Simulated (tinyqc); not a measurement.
From results back to parameters: heavy doping: gap narrowing, degeneracy and the minority density. Four cases, with inputs chosen for the exercise.

Problem. The minority density was computed from a hidden true narrowing dEg.

F_j(eta) = (1/Gamma(j + 1)) integral_0^infinity x^j dx/(1 + exp(x - eta)), which tends to exp(eta) for eta << 0.

Majority: N = Nc F_1/2(eta), eta the distance of EF beyond the majority band edge in kT. Degeneracy factor gam = F_1/2(eta)/exp(eta). ni0^2 = Nc Nv exp(-Eg/kT); product n p = ni0^2 gam exp(dEg/kT), dEg the true narrowing; apparent narrowing dEa = dEg + kT ln gam; minority density = n p/N.

Constants: kB = 8.617333262e-05 eV/K.

Find: dEa; gam; dEg.

Method. dEa = kT ln(minority x N/ni0^2); gam follows from N alone, and dEg = dEa - kT ln gam.

Case 1.

Values chosen (gap and densities of states near those of Si at this temperature; narrowing constants near the fits for Si; not measured data): N = 5.8e+18 1/cm^3 (ionised donors, equal to the majority density); Eg = 1.137 eV (gap); Nc = 2.08e+19 1/cm^3 (conduction-band density of states); Nv = 8.6e+18 1/cm^3 (valence-band density of states); T = 250 K.

minority density = 0.00321512 1/cm^3

Solution.

dEa = 46.58 meV
gam = 0.9065
dEg = 48.69 meV

Case 2.

Values chosen (gap and densities of states near those of Si at this temperature; narrowing constants near the fits for Si; not measured data): N = 2.5e+19 1/cm^3 (ionised donors, equal to the majority density); Eg = 1.125 eV (gap); Nc = 2.74e+19 1/cm^3 (conduction-band density of states); Nv = 1.14e+19 1/cm^3 (valence-band density of states); T = 300 K.

minority density = 31.6259 1/cm^3

Solution.

dEa = 77.53 meV
gam = 0.7272
dEg = 85.77 meV

Case 3.

Values chosen (gap and densities of states near those of Si at this temperature; narrowing constants near the fits for Si; not measured data): N = 3.3e+18 1/cm^3 (ionised donors, equal to the majority density); Eg = 1.084 eV (gap); Nc = 5.02e+19 1/cm^3 (conduction-band density of states); Nv = 2.11e+19 1/cm^3 (valence-band density of states); T = 450 K.

minority density = 7.08869e+08 1/cm^3

Solution.

dEa = 43.25 meV
gam = 0.9770
dEg = 44.15 meV

Case 4.

Values chosen (gap and densities of states near those of Si at this temperature; narrowing constants near the fits for Si; not measured data): N = 1.5e+18 1/cm^3 (ionised donors, equal to the majority density); Eg = 1.114 eV (gap); Nc = 2.85e+19 1/cm^3 (conduction-band density of states); Nv = 1.17e+19 1/cm^3 (valence-band density of states); T = 300 K.

minority density = 157.171 1/cm^3

Solution.

dEa = 33.56 meV
gam = 0.9816
dEg = 34.04 meV

Computed by tinyqc, one run a case: `OMP_NUM_THREADS=1 python tinyqc.py N N+1 out.jsonl` with N = 1682625, 1682643, 1682660, 1682719; one thread of a shared Intel(R) Xeon(R) Processor @ 2.30GHz, about 0.01 s a run at most.
